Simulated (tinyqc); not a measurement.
Grain growth, pinning, strength and diffusional creep of a polycrystal or thin film: one step, computed by the program tinyqc.

One mean grain size d describes the structure.

Problem. Yield stress. Hall-Petch term k_y/sqrt(d). Orowan term 3.06 x 0.4 G b ln(2 rbar/b)/(pi lambda sqrt(1 - nu)) with nu = 1/3, rbar = sqrt(2/3) r, lambda = rbar (sqrt(pi/f) - 2). Film term (threading dislocation, matched substrate, the geometry of an fcc (111) film taken for all cases): 3.464 G b ln(2 h/b)/(4 pi (1 - nu) h). The terms are added to sigma_0.

Inputs (values chosen for the exercise, modelled on copper):
```
quantity                     value       unit
shear modulus G               48.9        GPa
Burgers vector b             2.556   angstrom
anneal temperature T           639          K
particle volume fraction f  0.0019          -
particle radius r              2.8         nm
film thickness h              1100         nm
friction stress sigma_0         21        MPa
Hall-Petch slope k_y          0.11  MPa m^0.5
```

Sample: thin film on a substrate.

grain size d = 290.3120 nm

Give: Hall-Petch term; Orowan term; film term; yield stress.

Solution.

Hall-Petch term = 204.16 MPa

Orowan term = 194.61 MPa

film term = 42.568 MPa

yield stress = 462.33 MPa

Caution: the grains are smaller than the film is thick, so they are not columnar, and the groove drag and film term are overstated.
